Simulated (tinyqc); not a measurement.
# Rigid-ion and shell models of the dielectric response of an ionic crystal, step by step

A worked calculation. Computed by tinyqc, a small Python program that keeps every step. Command: `OMP_NUM_THREADS=1 python tinyqc.py 3014053 3014054 out.jsonl shell walk`. One thread of a shared host (Intel(R) Xeon(R) Processor @ 2.30GHz), about 0.01 s of CPU time with the checks. Intermediate numbers are printed to about 5 digits and carried at full precision; extremes and crossings named in words are read from the listed rows.

Charges +Z and -Z; 6 nearest neighbours, Madelung constant M = 1.747565, volume per ion pair Omega = 2.000000 d^3. Energy per pair U = -M Z^2 e2/d + 6 A exp(-d/rho), e2 = e^2/(4 pi eps_0). In the shell model the anion is a core of charge Y - Z and a massless shell of charge -Y, joined by the spring k; the repulsion acts on the shell. Each ion feels the Lorentz field E + (4 pi/3) P (Gaussian units).

Inputs (values chosen for the exercise, for a model crystal):

| quantity | value | unit |
|---|---|---|
| nearest-neighbour distance d | 3.04 | angstrom |
| ionic charge Z | 1 | e |
| hardness d/rho | 8.47 | - |
| cation mass | 164 | u |
| anion mass | 79.9 | u |
| shell charge size Y | 3.05 | e |
| core-shell spring k | 38.4 | eV/angstrom^2 |
| cation polarisability alpha_+ | 0.84 | angstrom^3 |
| film thickness t | 3 | nm |

Structure: rock salt.

Constants: e^2/(4 pi eps_0) = 14.39964548 eV angstrom; 1 eV/angstrom^3 = 160.2176634 GPa; nu for 1 eV/(angstrom^2 u) = 15.6333042 THz; 1 THz = 33.35640952 1/cm; eps_0 = 8.8541878128e-12 F/m; h x 1 THz = 4.135667696 meV.

## Equilibrium, bulk modulus and repulsive spring

Zero pressure fixes 6 A exp(-d/rho) = M Z^2 e2 rho/d^2. Then U = -(M Z^2 e2/d)(1 - rho/d), B = M Z^2 e2 (d/rho - 2)/(9 Omega d), and the spring of one sublattice against the other is R = (1/3) x (Laplacian of the repulsion summed over neighbours) = M Z^2 e2 (d/rho - 2)/(3 d^3), so R = 3 B Omega/d^2.

volume Omega = 56.189 angstrom^3

lattice energy U = -7.3004 eV/pair

bulk modulus B = 16.968 GPa

repulsive spring R = 1.9317 eV/angstrom^2

## Rigid ions

With C = 4 pi Z^2 e2/(3 Omega): mu lambda_TO = R - C, mu lambda_LO = R + 2 C; eps_inf = 1 and eps_s = lambda_LO/lambda_TO. lambda in eV/(angstrom^2 u) gives the wavenumber 15.6333042 x 33.35640952 x sqrt(lambda); mu is the reduced mass.

Coulomb spring C = 1.0735 eV/angstrom^2

omega_TO, rigid ions = 65.910 1/cm

omega_LO, rigid ions = 143.68 1/cm

eps_s, rigid ions = 4.7522

## Shell model: electronic response

Eliminating the shell gives the anion polarisability alpha_- = Y^2 e2/(k + R), the Szigeti charge Z_S = Z - Y R/(k + R) and the softened spring R' = k R/(k + R). With b = 4 pi (alpha_+ + alpha_-)/(3 Omega): eps_inf = (1 + 2b)/(1 - b) (Clausius-Mossotti); Born charge Z* = Z_S (eps_inf + 2)/3.

anion polarisability alpha_- = 3.3213 angstrom^3

Szigeti charge Z_S = 0.85392 e

softened spring R' = 1.8392 eV/angstrom^2

b = 0.31022

eps_inf = 2.3492

Born charge Z* = 1.2379 e

Overlap pushes the shell back and lowers the effective charge to 85 % of Z; the local field then raises the Born charge to 124 % of Z.

## Shell model: lattice response

mu lambda_TO = R' - (4 pi e2/(3 Omega)) Z_S^2/(1 - b); mu lambda_LO = mu lambda_TO + 4 pi e2 Z*^2/(eps_inf Omega); eps_s = eps_inf lambda_LO/lambda_TO.

mu lambda_TO = 0.70444 eV/angstrom^2

omega_TO = 59.712 1/cm

omega_LO = 119.16 1/cm

eps_s = 9.3552

share of R' left after the dipole term = 0.38301

The dipole field cancels 62 % of the short-range spring.

## As a gate dielectric

Capacitance per area eps_0 eps_s/t; equivalent oxide thickness EOT = t x 3.9/eps_s; the surface optical mode against silicon (eps = 11.7) lies at omega_TO sqrt[(eps_s + 11.7)/(eps_inf + 11.7)], and its squared coupling to channel electrons scales as g = hbar omega_SO [1/(11.7 + eps_inf) - 1/(11.7 + eps_s)], with hbar omega = h c x wavenumber.

capacitance per area = 27.611 fF/micrometre^2

equivalent oxide thickness = 1.2506 nm

surface optical mode = 73.100 1/cm

remote-phonon coupling g = 0.21466 meV

## From rigid to soft shells

The formulas are those given above.

Response against the core-shell spring:

| k (eV/angstrom^2) | eps_inf | Z_S | Z* | omega_TO (1/cm) | omega_LO (1/cm) | eps_s |
|---|---|---|---|---|---|---|
| 31 | 2.7308 | 0.82109 | 1.2948 | 58.545 | 115.91 | 10.704 |
| 38 | 2.3649 | 0.85245 | 1.2403 | 59.665 | 119.01 | 9.409 |
| 50 | 2.0264 | 0.88655 | 1.1899 | 60.682 | 122.76 | 8.293 |
| 69 | 1.7660 | 0.91694 | 1.1511 | 61.453 | 126.51 | 7.485 |
| 100 | 1.5739 | 0.94220 | 1.1225 | 62.016 | 129.98 | 6.914 |
| 150 | 1.4417 | 0.96122 | 1.1028 | 62.401 | 132.83 | 6.532 |
| 310 | 1.3136 | 0.98111 | 1.0837 | 62.771 | 136.06 | 6.172 |
| 1200 | 1.2290 | 0.99510 | 1.0711 | 63.014 | 138.51 | 5.938 |

From the stiffest to the softest shell eps_inf rises from 1.23 to 2.73 and Z_S falls from 1.00 to 0.82; omega_LO moves by -16 % and omega_TO by -7.1 %. Screening by eps_inf cuts the LO frequency, which rigid ions overstate (rigid ions: 144 per cm); eps_s goes from 5.94 to 10.70.

Checks made by the program: TO spring by direct elimination of the shell from the 2 x 2 energy matrix (relative difference below 1e-10); Szigeti's relation mu lambda_TO (eps_s + 2)/(eps_inf + 2) = R' (relative difference below 1e-10).
